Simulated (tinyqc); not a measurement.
Conductance against temperature: thermal boundary conductance by the acoustic and diffuse mismatch models. Computed by tinyqc, a small Python program. Command: `OMP_NUM_THREADS=1 python tinyqc.py 3021058 3021059 out.jsonl kapitza walk`. One thread of a shared host (Intel(R) Xeon(R) Processor @ 2.30GHz), about 0.01 s of CPU time with the checks.

Each side has one longitudinal and two transverse Debye branches, omega = v q up to q_D = (6 pi^2 n)^(1/3), with n counting all atoms. Scattering at the interface is elastic. Electrons are left out of G, also for metals. Melting is ignored. G refers to the temperatures of the phonons sent towards the interface. Linear branches over all atoms overstate G at high T, most for crystals with several atoms a cell.

Inputs (values chosen for the exercise, modelled on silicon (side 1) and germanium (side 2)):

| quantity | value | unit |
|---|---|---|
| density rho_1 | 2.33 | g/cm^3 |
| longitudinal velocity vL_1 | 9220 | m/s |
| transverse velocity vT_1 | 5440 | m/s |
| atom density n_1 | 49.3 | 1/nm^3 |
| density rho_2 | 5.4 | g/cm^3 |
| longitudinal velocity vL_2 | 5320 | m/s |
| transverse velocity vT_2 | 3250 | m/s |
| atom density n_2 | 43.3 | 1/nm^3 |

Structure: superlattice.

Constants: hbar = 1.054571817e-34 J s; k_B = 1.380649e-23 J/K.

Method:
- omega_c = v q_D for each branch, given as hbar omega_c/k_B; impedance Z = rho v.
- No mode conversion. t(theta) = 4 Z_1 Z_2 cos(theta_1) cos(theta_2)/N^2, with N = Z_2 cos(theta_1) + Z_1 cos(theta_2) for L (the form for pressure waves) and N = Z_1 cos(theta_1) + Z_2 cos(theta_2) for both T branches (the form for shear waves polarised along the interface); sin(theta_2) = (v_2/v_1) sin(theta_1), and t = 0 beyond the critical angle arcsin(v_1/v_2); the mean over the incoming flux is alpha = 2 int t sin(theta_1) cos(theta_1) d theta_1 (64 Gauss-Legendre points).
- G = (k_B^4 T^3/(8 pi^2 hbar^3)) int W(x) x^4 e^x/(e^x - 1)^2 dx, x = hbar omega/(k_B T). Acoustic mismatch: W = sum over the three branches of alpha(1 to 2)/v_1^2, each up to the lower of its two cut-offs. Diffuse mismatch: W = S_1 S_2/(S_1 + S_2), where S_i sums 1/v^2 over the branches of side i still below their cut-off. Radiation limit: W = min(S_1, S_2). The integral is split at the four cut-offs (64 Gauss-Legendre points a piece, x at most 45).

Branches:

| branch | v (m/s) | cut-off (K) | Z (1e6 kg/(m^2 s)) |
|---|---|---|---|
| L, side 1 | 9220 | 1006.52 | 21.4826 |
| T, side 1 | 5440 | 593.87 | 12.6752 |
| L, side 2 | 5320 | 556.18 | 28.7280 |
| T, side 2 | 3250 | 339.77 | 17.5500 |

Transmission:

| branch | t at normal incidence | largest angle from side 1 (deg) | alpha, 1 to 2 | alpha, 2 to 1 |
|---|---|---|---|---|
| L | 0.979177 | 90 | 0.959422 | 0.319427 |
| T | 0.973988 | 90 | 0.865612 | 0.308953 |

G (MW/(m^2 K)):

| T (K) | acoustic mismatch | diffuse mismatch | radiation limit |
|---|---|---|---|
| 2 | 0.0056904 | 0.0047814 | 0.0064699 |
| 5 | 0.088912 | 0.074709 | 0.10109 |
| 10 | 0.71130 | 0.59767 | 0.80874 |
| 20 | 5.6896 | 4.7809 | 6.4693 |
| 40 | 42.879 | 36.685 | 49.738 |
| 80 | 189.41 | 188.58 | 259.60 |
| 150 | 374.41 | 438.85 | 612.53 |
| 300 | 496.90 | 630.74 | 885.58 |
| 600 | 538.77 | 699.84 | 984.19 |
| 1000 | 548.50 | 716.12 | 1007.5 |

What does the comparison show, and why?

All three follow T^3 at the cold end (exponent 3.00 for the diffuse model) and flatten at high T (exponent 0.05 at the hot end); the lowest cut-off is 340 K. The ratio of diffuse to acoustic goes from 0.84 to 1.31. The plateau is set by the frequencies that both sides share.

Extremes, crossings and ranges named in words are read from the listed rows.
